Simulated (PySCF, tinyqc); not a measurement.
RKS/LDA (PW92) in the sto-3g basis, for BeH+, spin multiplicity 1, step by step. The lowest restricted solution is unstable here: a spin-polarised one lies 0.0006 hartree lower (PySCF). One step of it, computed by the program tinyqc.

Task: Iteration 2: DIIS coefficients. Solve [B -1; -1 0][c; lambda] = [0; -1] for the coefficients, which sum to one.

B (overlaps of the stored error matrices):
```
                1               2
1   1.0334767e-02  -6.8637940e-04
2  -6.8637940e-04   2.1830911e-01
```

Give: DIIS coefficients.

Result:

DIIS coefficients: 0.9521  0.0479
